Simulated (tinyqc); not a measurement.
What each parameter does: valence-band anticrossing with a localised impurity level.

Host valence band EM(k) = al x - c k^2/mM, c = hbar^2/2m0, coupled to a flat level EI by V = C sqrt(x): H = [[EM, V], [V, EI]], E+/- = (EM + EI)/2 +/- sqrt((EM - EI)^2/4 + V^2). The host weight of a state at E is f = 1/(1 + V^2/(E - EI)^2), and its mass at k = 0 is mM/f. The gap is Eg - E+(0), the conduction edge staying at Eg.

Constants: hbar^2/2m0 = 3.80998211 eV angstrom^2.

Values chosen for the exercise (host near GaAs; not measured data): Eg = 1.503 eV (gap at Gamma to the s-like level); mM = 0.35 m0 (mass of the host band); EI = -0.239 eV (impurity level, from the valence top of the host); C = 1.21 eV (coupling); al = 0.68 eV (linear shift of the host edge); x = 0.048 (impurity fraction).

At k = 0.

Results for these values:

| case | E- (eV) | E+ (eV) | gap (eV) | mass (m0) |
|---|---|---|---|---|
| base | -0.4010 | 0.1947 | 1.3083 | 0.4808 |

What happens to each result for mM = 0.4025 m0, all else kept?

Answer: E- does not change at the printed digits; E+ does not change at the printed digits; gap does not change at the printed digits; mass rises from 0.4808 to 0.5529.

The same for each parameter in turn:

| case | E- (eV) | E+ (eV) | gap (eV) | mass (m0) |
|---|---|---|---|---|
| base | -0.4010 | 0.1947 | 1.3083 | 0.4808 |
| EI = -0.189 eV | -0.3655 | 0.2091 | 1.2939 | 0.5052 |
| al = 1.18 eV | -0.3947 | 0.2123 | 1.2907 | 0.4707 |
| Eg = 1.553 eV | -0.4010 | 0.1947 | 1.3583 | 0.4808 |
| C = 1.0285 eV | -0.3663 | 0.1599 | 1.3431 | 0.4617 |
| x = 0.0408 | -0.3841 | 0.1728 | 1.3302 | 0.4733 |
| mM = 0.4025 m0 | -0.4010 | 0.1947 | 1.3083 | 0.5529 |

(tinyqc, `OMP_NUM_THREADS=1 python tinyqc.py 1080056 1080057 out.jsonl`, Intel(R) Xeon(R) Processor @ 2.30GHz, 1 thread, shared host, about 0.01 s.)
